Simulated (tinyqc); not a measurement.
## In-plane mass from two subband densities

Question. At zero temperature each occupied subband holds N_k = D (EF - E_k), D = md m0 q/(pi hbar^2) per eV. Two subbands are occupied. Find md, EF - E1 and EF - E2.

Constants: q = 1.602176634e-19 C, hbar = 1.054571817e-34 J s, m0 = 9.1093837015e-31 kg. Results are converted to the units shown.

N1, N2 (cm^-2): 6.5534406e11  9.7e10
E2 - E1 = 31.9 meV

Solution. N1 - N2 = D (E2 - E1) gives D and so md; each N_k/D is a distance to EF.

md = 0.0419 m0
EF - E1 = 37.4 meV
EF - E2 = 5.54 meV

tinyqc, about 0.2 s, one thread, Intel Xeon 2.30GHz (shared host): `OMP_NUM_THREADS=1 python tinyqc.py 2140133 2140134 out.jsonl`
